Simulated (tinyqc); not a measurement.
Trapped share and trap depth from dynamic on-resistance.

Question. Traps remove the share ft of the electrons in the drain access (length Ld, sheet resistance Rsh before stress), so Ron grows by Rsh Ld ft/(1 - ft). The recovery time goes as T^(-2) exp(q Ea/(kB T)). Find ft and Ea.

Values chosen for this exercise: drain access length Ld = 1.5 um.

Constants: q = 1.602176634e-19 C, kB = 1.380649e-23 J/K. Results are converted to the units shown.

Ron before and just after an off-state stress (ohm mm): [2.1626485, 2.3384983]
Rsh = 351.69967 ohm
recovery times at 300 and 390 K (s): [0.13, 4.7457816e-4]

Answer. The rise of Ron over Rsh Ld is ft/(1 - ft); ln(t T^2) is linear in 1/T.

ft = 0.250
Ea = 0.570 eV

tinyqc, about 0.03 s, one thread, Intel Xeon 2.30GHz (shared host): `OMP_NUM_THREADS=1 python tinyqc.py 2570155 2570156 out.jsonl`
